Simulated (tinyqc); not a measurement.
How far the fits carry: temperature and isotope dependence of a band gap in oscillator models.

E(T) = E0 - sum_i sl_i th_i n_i(T), n = 1/(exp(th/T) - 1). The same coupling lowers the gap at 0 K by the zero-point term ZP = sum_i sl_i th_i/2, so the gap of the static lattice is E0 + ZP. Thermal expansion is taken as part of the slopes.

Two-parameter forms are made to pass through the falls at the two temperatures T12: Varshni aV T^2/(T + bV), from the line T^2/fall = (T + bV)/aV; one oscillator s1 t1/(exp(t1/T) - 1), with t1 from the ratio of the falls.

Values chosen for the exercise (near those of AlN; shifted at random, so the results belong to these values and not to a real crystal):
```
symbol  value             unit   meaning
E0      6.107             eV     gap at 0 K
th      (238, 1003)       K      temperatures of two oscillators
sl      (0.3169, 0.5171)  meV/K  their high-temperature slopes
T12     (580, 1140)       K      temperatures of the fits
```

Falls of the gap from E0, and errors of the two fits against the model.

Results:
```
T (K)  fall (meV)  Varshni - model (meV)  one oscillator - model (meV)  fall/ZP
20           0.00                   0.57                          0.00    0.000
50           0.65                   2.74                         -0.65    0.002
100          7.72                   4.95                         -6.76    0.026
300         81.28                   8.84                         -9.79    0.274
400        138.77                   6.27                         -5.16    0.467
600        274.95                  -0.59                          0.33    0.926
800        424.85                  -4.12                          1.87    1.430
```

Give the missing row, T (K) = 200.

Computed row:
```
T (K)  fall (meV)  Varshni - model (meV)  one oscillator - model (meV)  fall/ZP
200         36.44                   8.29                        -13.46    0.123
```

Below the first fit point the largest errors are +8.84 meV (Varshni, 300 K, on a fall of 81.28 meV) and -13.46 meV (one oscillator, 200 K); a T^2 law cannot freeze out; a single oscillator misses the soft modes. No row lies well beyond the second fit point, so the table does not test extrapolation to high T. The thermal fall equals ZP between 600 and 800 K.

Computed by tinyqc, a small Python program: `OMP_NUM_THREADS=1 python tinyqc.py 1880276 1880277 out.jsonl` (the numbers bound the seed that draws the inputs); one thread of a shared host (Intel(R) Xeon(R) Processor @ 2.30GHz), about 0.01 s for the whole set of steps.
